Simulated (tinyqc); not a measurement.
## ESD clamp with bipolar snapback, compact model and design window: effect of the drain ballast and contact resistance

The drain junction multiplies the current that enters it: Igen = (M - 1)(Ic + I0), M = 1/(1 - (Vj/BV)^n). The generated holes leave through the substrate resistance and the base of the parasitic npn: Igen = Vb/Rb + Ic/be, Ic = Is exp(Vb/Vt). Terminal current I = Ic + I0 + Igen and voltage V = Vj + I Ro, per width. Isothermal, constant gain.

For given Vb: Ic, Igen, M = 1 + Igen/(Ic + I0), Vj = BV (1 - 1/M)^(1/n), I and V. Vt1 is the maximum of V along the curve, Vh the following minimum, Vt2 the voltage at I = It2. It1 and Ih are the currents at Vt1 and Vh.

Inputs (values chosen for the exercise); values close to those of grounded-gate n-channel clamps: temperature T = 300 K; junction breakdown voltage BV = 10.5 V; exponent of the multiplication n = 3.8; current gain of the parasitic npn be = 11.4; saturation current Is = 5e-17 A/um; junction leakage I0 = 1e-11 A/um; substrate resistance Rb = 25000 ohm um; failure current for 100 ns It2 = 8.5 mA/um.

Constants: q = 1.602176634e-19 C, kB = 1.380649e-23 J/K, Vt = kB T/q. Results are converted to the units shown.

Effect of the drain ballast and contact resistance:

| Ro (ohm um) | Vt1 (V) | It1 (uA/um) | Vh (V) | Ih (uA/um) | Vt2 (V) | Vt2 - Vt1 (V) |
|---|---|---|---|---|---|---|
| 30 | 10.50 | 15.66 | 5.663 | 4025 | 5.732 | -4.769 |
| 52 | 10.50 | 16.27 | 5.739 | 3012 | 5.919 | -4.582 |
| 92 | 10.50 | 16.89 | 5.841 | 2223 | 6.259 | -4.243 |
| 160 | 10.50 | 17.50 | 5.970 | 1648 | 6.837 | -3.666 |
| 280 | 10.50 | 18.11 | 6.138 | 1212 | 7.857 | -2.648 |
| 490 | 10.51 | 18.73 | 6.353 | 884.9 | 9.642 | -0.8670 |
| 860 | 10.52 | 19.35 | 6.629 | 639.7 | 12.79 | 2.271 |
| 1500 | 10.53 | 19.96 | 6.972 | 459.5 | 18.23 | 7.698 |

Read the table: what changes, and by how much?

As Ro goes from 30 to 1500 ohm um, Vt1 stays near 10.5 V, It1 rises from 15.7 to 20.0 uA/um, Vh rises from 5.66 to 6.97 V and Vt2 rises from 5.73 to 18.2 V. Vt2 exceeds Vt1, the condition for all fingers to turn on, in 2 of the 8 rows. Ballast buys uniform turn-on with a higher clamping voltage.

Computed by the program tinyqc: `OMP_NUM_THREADS=1 python tinyqc.py 2670140 2670141 out.jsonl`, one thread of a shared Intel Xeon 2.30GHz, about 0.02 s for the whole run.
